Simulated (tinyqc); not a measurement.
Longitudinal sound in a periodic multilayer: transfer matrices, stop bands and folded phonons: one step, computed by the program tinyqc. Command: `OMP_NUM_THREADS=1 python tinyqc.py 3003045 3003046 out.jsonl multilayer walk`. One thread of a shared host (Intel(R) Xeon(R) Processor @ 2.30GHz), about 0.01 s of CPU time with the checks.

Layers 1 and 2 repeat with period d = d_1 + d_2; waves travel normal to the layers, without loss. State vector (u, s): displacement u and stress divided by omega. Impedances Z = rho v are in 1e6 kg/(m^2 s).

Task: Impedances, mean velocity and Bragg frequency. Z = rho v; interface reflection r = (Z_2 - Z_1)/(Z_2 + Z_1) (stress amplitude, from 1 into 2); Bragg frequency f_B = 1/[2 (d_1/v_1 + d_2/v_2)]; long-wave velocity v_eff = d/sqrt[(d_1/v_1)^2 + (d_2/v_2)^2 + (Z_1/Z_2 + Z_2/Z_1)(d_1/v_1)(d_2/v_2)].

Inputs (values chosen for the exercise, modelled on copper (layer 1), tantalum (layer 2) and gallium arsenide (substrate)):
```
quantity            value    unit
density rho_1        9.04  g/cm^3
velocity v_1         4690     m/s
thickness d_1        23.9      nm
density rho_2        16.7  g/cm^3
velocity v_2         4180     m/s
thickness d_2        21.7      nm
substrate density    5.25  g/cm^3
substrate velocity   4650     m/s
```

Give: Z_1; Z_2; Z of the substrate; interface reflection r; Bragg frequency f_B; long-wave velocity v_eff.

Result:

Z_1 = 42.3976

Z_2 = 69.806

Z of the substrate = 24.4125

interface reflection r = 0.2443

Bragg frequency f_B = 48.60 GHz

long-wave velocity v_eff = 4298 m/s
